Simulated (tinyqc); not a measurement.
# Elastic trap-assisted tunnelling through a dielectric: effects of single changes

Emitter at x = 0 (Fermi level 0), collector at x = t (Fermi level -V), band edge U(x) = phi - F x, F = V/t. A trap at x has the energy E = U(x) - Et. With G(u) = (4/(3 F)) sqrt(mo/C) max(u, 0)^1.5, C = hbar^2/(2 m0): S1 = G(phi - E) - G(Et), S2 = G(Et) - G(phi - V - E), T1,2 = exp(-S1,2). The steady rate through one trap is nu T1 T2 (f1 - f2)/(T1 + T2), f1 = f(E), f2 = f(E + V), f(y) = 1/(1 + exp(y/Vt)); both contacts offer states at E.

Parameters, values chosen for the exercise; dielectric values close to those of silicon dioxide:

| symbol | value | unit | meaning |
|---|---|---|---|
| T | 350 | K | temperature |
| phi | 3.09 | eV | barrier above the emitter Fermi level |
| mo | 0.5 | m0 | tunnelling mass |
| t | 6.5 | nm | thickness |
| Et | 2.59 | eV | trap depth below the band edge of the dielectric |
| Nt | 5.2e17 | cm^-3 | trap density |
| nu | 1e13 | 1/s | attempt frequency |
| V | 2.1 | V | voltage |

Constants: q = 1.602176634e-19 C, kB = 1.380649e-23 J/K, hbar = 1.054571817e-34 J s, m0 = 9.1093837015e-31 kg, Vt = kB T/q, hbar^2/(2 m0) = 0.0380998212 eV nm^2. Results are converted to the units shown.

Each table varies one quantity; the others keep the values above.

## Effect of the trap depth

J = q Nt times the integral of the rate over x. Direct S = (4/(3 F)) sqrt(mo/C) [phi^1.5 - max(phi - V, 0)^1.5].

The same in every row: direct S = 66.5.

Effect of the trap depth:
```
Et (eV),J (A/cm^2),x of the peak over t,larger S there
1.39,5.04e-19,0.428,27.3
1.64,1.99e-16,0.436,29.7
1.89,8.51e-14,0.445,32.1
2.14,1.49e-11,0.442,33.5
2.39,7.37e-12,0.438,35.3
2.65,8.13e-13,0.445,37.4
2.9,1.12e-13,0.451,39.3
3.15,1.74e-14,0.455,41.1
3.4,2.97e-15,0.458,42.8
```

What does the comparison show?

J goes from 5.04e-19 through a maximum of 1.49e-11 (at Et = 2.14 eV among the rows listed) to 2.97e-15 A/cm^2. Shallow traps near the emitter lie above its Fermi level and stay empty, while deep traps face higher barriers, so a middle depth conducts best.

## Current against voltage

Same model as above.

Current against voltage:
```
V (V),J (A/cm^2),x of the peak over t,larger S there,direct S
0.3,3.44e-18,0.494,38.0,80.7
0.95,8.81e-14,0.480,38.0,76.1
1.61,7.84e-13,0.458,37.4,70.8
2.26,1.65e-12,0.439,36.8,65.0
2.91,5.19e-12,0.418,35.8,57.8
3.57,4.30e-11,0.390,34.3,47.8
4.22,4.46e-9,0.216,31.0,40.4
4.87,2.43e-7,0.181,26.9,35.0
5.53,5.28e-6,0.155,23.7,30.8
6.18,5.69e-5,0.135,21.2,27.6
```

Read the table: what changes, and by how much?

J rises from 3.44e-18 to 5.69e-5 A/cm^2, by 6.78 decades a volt between the first two rows and 1.59 between the last two. The position of the peak falls from 0.494 to 0.135 of t; only traps beyond x/t = (phi - Et)/V lie below the emitter Fermi level, with phi - Et = 0.500 eV. It jumps from 0.390 to 0.216 between V = 3.57 and 4.22 V.

Range of the model: Phonon-assisted (inelastic) capture, chains of traps and a spread of trap depths are left out.

Program tinyqc, `OMP_NUM_THREADS=1 python tinyqc.py 2370143 2370144 out.jsonl`; Intel Xeon 2.30GHz, shared host, one thread, about 0.04 s.
